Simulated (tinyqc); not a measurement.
Inside a calculation. Method: FCI on RHF in the sto-3g basis, for B+, spin multiplicity 1. One step of it, computed by the program tinyqc.

Problem. FCI: determinants and Hamiltonian. Slater-Condon rules over spin orbitals, with the nuclear repulsion added and E(HF) subtracted on the diagonal. Only determinants linked to the reference directly or through others are kept (one block of an abelian symmetry group), so some states are absent.

one-electron integrals over orbitals h = C^T H C (hartree), lower triangle:
```
            1          2          3          4          5
1  -12.310688
2    0.342793  -2.802244
3    0.000000   0.000000  -2.617559
4    0.000000   0.000000   0.000000  -2.617559
5    0.000000   0.000000   0.000000   0.000000  -2.617559
```

Two-electron integrals over orbitals (pq|rs), unique and non-zero (hartree):
```
(11|11) 2.897294    (21|11) -0.324303   (21|21) 0.057850    (22|11) 0.742479
(22|21) -0.018490   (22|22) 0.525885    (31|31) 0.021414    (32|31) 0.027489
(32|32) 0.112771    (33|11) 0.742089    (33|21) -0.011529   (33|22) 0.533524
(33|33) 0.586773    (41|41) 0.021414    (42|41) 0.027489    (42|42) 0.112771
(43|43) 0.031630    (44|11) 0.742089    (44|21) -0.011529   (44|22) 0.533524
(44|33) 0.523513    (44|44) 0.586773    (51|51) 0.021414    (52|51) 0.027489
(52|52) 0.112771    (53|53) 0.031630    (54|54) 0.031630    (55|11) 0.742089
(55|21) -0.011529   (55|22) 0.533524    (55|33) 0.523513    (55|44) 0.523513
(55|55) 0.586773
```

nuclear repulsion = 0 hartree

Hartree-Fock energy = -23.94847037 hartree

Give: determinants; H - E(HF) between determinants.

Solution.

Occupation strings over the orbitals (2 doubly, a alpha, b beta, 0 empty; spin orbitals ordered 1a 1b 2a 2b ...): 22000 20200 ab200 20020 ab020 20002 ab002 ba200 02200 ba020 02020 ba002 02002 00220 00202 00022

H - E(HF) between determinants (hartree), lower triangle:
```
        22000   20200   ab200   20020   ab020   20002   ab002   ba200
22000   0.000
20200   0.113   0.502
ab200  -0.027  -0.032   7.347
20020   0.113   0.032   0.000   0.502
ab020  -0.027   0.000   0.032  -0.032   7.347
20002   0.113   0.032   0.000   0.032   0.000   0.502
ab002  -0.027   0.000   0.032   0.000   0.032  -0.032   7.347
ba200   0.027   0.032  -0.058   0.000   0.000   0.000   0.000   7.347
02200   0.021   0.058   0.274   0.000   0.000   0.000   0.000  -0.274
ba020   0.027   0.000   0.000   0.032  -0.058   0.000   0.000   0.032
02020   0.021   0.000   0.000   0.058   0.274   0.000   0.000   0.000
ba002   0.027   0.000   0.000   0.000   0.000   0.032  -0.058   0.032
02002   0.021   0.000   0.000   0.000   0.000   0.058   0.274   0.000
00220   0.000   0.021   0.027   0.021   0.027   0.000   0.000  -0.027
00202   0.000   0.021   0.027   0.000   0.000   0.021   0.027  -0.027
00022   0.000   0.000   0.000   0.021   0.027   0.021   0.027   0.000

        02200   ba020   02020   ba002   02002   00220   00202   00022
02200  16.130
ba020   0.000   7.347
02020   0.032  -0.274  16.130
ba002   0.000   0.032   0.000   7.347
02002   0.032   0.000   0.032  -0.274  16.130
00220   0.113  -0.027   0.113   0.000   0.000  16.683
00202   0.113   0.000   0.000  -0.027   0.113   0.032  16.683
00022   0.000  -0.027   0.113  -0.027   0.113   0.032   0.032  16.683
```
